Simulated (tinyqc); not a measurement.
Inside a calculation. Model: MOSFET in the linear regime without short-channel effects, parameter extraction from computed curves.

Numbers from tinyqc (`OMP_NUM_THREADS=1 python tinyqc.py 2210097 2210098 out.jsonl`; about 0.01 s on one thread of a shared Intel Xeon 2.30GHz). Printed values are rounded.

Inversion charge Q = Cox n Vt W0(exp((Vg - VT)/(n Vt))), W0 the Lambert function and n = nf; u = Q/Cox; mobility mu = mu0/(1 + th1 u + th2 u^2); channel resistance Rch = (L - dL)/(W mu Q); Id = Vd/(Rch + Rsd/W). Cox = eps0 eox/tox. Small Vd, no channel-length or drain effects.

Values chosen for this exercise; channel values of the order met in silicon transistors:

| symbol | value | unit | meaning |
|---|---|---|---|
| T | 300 | K | temperature |
| eox | 8.88 |  | relative permittivity of the gate insulator (close to aluminium oxide) |
| tox | 13 | nm | insulator thickness |
| mu0 | 230 | cm^2/(V s) | low-field mobility |
| th1 | 0.48 | 1/V | first mobility attenuation factor |
| th2 | 0 | 1/V^2 | second mobility attenuation factor |
| VT | 0.49 | V | threshold voltage |
| nf | 1.4 |  | body factor |
| W | 0.5 | um | gate width |
| L | 0.26 | um | drawn gate length |
| dL | 0.008 | um | drawn less effective length |
| Rsd | 100 | ohm um | source plus drain resistance |
| Vd | 0.01 | V | drain voltage |

Constants: q = 1.602176634e-19 C, kB = 1.380649e-23 J/K, Vt = kB T/q, eps0 = 8.8541878128e-14 F/cm where lengths are in cm. Results are converted to the units shown.

## Transfer curve

| point | Vg (V) |
|---|---|
| 0 | 0.25 |
| 1 | 0.37 |
| 2 | 0.49 |
| 3 | 0.61 |
| 4 | 0.73 |
| 5 | 0.85 |
| 6 | 0.97 |
| 7 | 1.09 |
| 8 | 1.21 |
| 9 | 1.33 |
| 10 | 1.45 |
| 11 | 1.57 |

u, mu, Rch and Id as defined.

| point | u (V) | mu (cm^2/(V s)) | Rch (ohm) | Id (uA) |
|---|---|---|---|---|
| 0 | 4.76625e-5 | 229.995 | 7.60181e7 | 1.31547e-4 |
| 1 | 0.00126899 | 229.860 | 2.85687e6 | 0.00350009 |
| 2 | 0.0205265 | 227.756 | 1.78249e5 | 0.0560384 |
| 3 | 0.0878892 | 220.690 | 42963.0 | 0.231680 |
| 4 | 0.181619 | 211.557 | 21688.2 | 0.456868 |
| 5 | 0.285276 | 202.299 | 14439.5 | 0.683082 |
| 6 | 0.393625 | 193.450 | 10943.6 | 0.897372 |
| 7 | 0.504633 | 185.152 | 8918.84 | 1.09663 |
| 8 | 0.617337 | 177.425 | 7608.08 | 1.28073 |
| 9 | 0.731210 | 170.247 | 6694.09 | 1.45052 |
| 10 | 0.845935 | 163.579 | 6022.10 | 1.60718 |
| 11 | 0.961308 | 157.380 | 5508.07 | 1.75191 |

## Threshold and mobility at the peak transconductance

gm_i = (Id_(i+1) - Id_(i-1))/(Vg_(i+1) - Vg_(i-1)); at the point j of largest gm the tangent meets the axis at V_ext = Vg_j - Id_j/gm_j; field-effect mobility gm_j L/(W Cox Vd) with the drawn L.

| point | gm (uS) |
|---|---|
| 1 | 0.232945 |
| 2 | 0.950749 |
| 3 | 1.67012 |
| 4 | 1.88084 |
| 5 | 1.83544 |
| 6 | 1.72312 |
| 7 | 1.59730 |
| 8 | 1.47453 |
| 9 | 1.36021 |
| 10 | 1.25578 |

j = 4
V_ext = 0.487094 V
field-effect mobility = 161.710 cm^2/(V s)

V_ext is 2.9 mV below the model VT, and the mobility so found is 32 % below mu0 L/(L - dL) = 237 cm^2/(V s), the value for the drawn L; attenuation, series resistance and the slow approach of Q to a straight line all lower the peak gm.

## The Y function

Y_i = Id_i/sqrt(gm_i). For Id = beta Vd x/(1 + th x), x = Vg - VT, Y = sqrt(beta Vd) x whatever th. Slope s from points 7 and 10; VT_Y = Vg - Y/s at point 10; beta = s^2/Vd; mobility beta L/(W Cox) with the drawn L; th* = (beta Vd x/Id - 1)/x at point 10.

| point | Y (uA^0.5 V^0.5) |
|---|---|
| 1 | 0.00725191 |
| 2 | 0.0574715 |
| 3 | 0.179273 |
| 4 | 0.333130 |
| 5 | 0.504200 |
| 6 | 0.683620 |
| 7 | 0.867694 |
| 8 | 1.05470 |
| 9 | 1.24371 |
| 10 | 1.43419 |

s = 1.57359 uA^0.5 V^-0.5
VT_Y = 0.538591 V
beta = 247.619 uA/V^2
mobility from Y = 212.897 cm^2/(V s)
th* = 0.443510 1/V

The mobility from Y is 10 % below mu0 L/(L - dL) = 237 cm^2/(V s), which it should reach in deep inversion when th2 = 0. th* compares with th1 + mu0 Cox Rsd/(L - dL) = 0.535 1/V, since series resistance enters like th1. The match is poor here: at these overdrives Q is not yet a straight line in Vg.
